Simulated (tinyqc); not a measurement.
## Level and coupling from the resonance

Inverse problem. One site of energy u is joined by hoppings -tc to two semi-infinite chains with hopping -t, t = 1 eV, and site energy 0. Each gives Sigma = tc^2 (E - i sqrt(4 t^2 - E^2))/(2 t^2) and Gamma = -2 Im Sigma; T(E) = 1 where E - u - 2 Re Sigma = 0. Find tc and u.

energy of full transmission = -0.31568723 eV
Gamma of one lead at that energy = 0.34837734 eV

Solution. Gamma = tc^2 sqrt(4 t^2 - E^2)/t^2 gives tc, and u = E (1 - tc^2/t^2).

tc = 0.420 eV
u = -0.260 eV

tinyqc, about 0.01 s, one thread, Intel Xeon 2.30GHz (shared host): `OMP_NUM_THREADS=1 python tinyqc.py 2660019 2660020 out.jsonl`
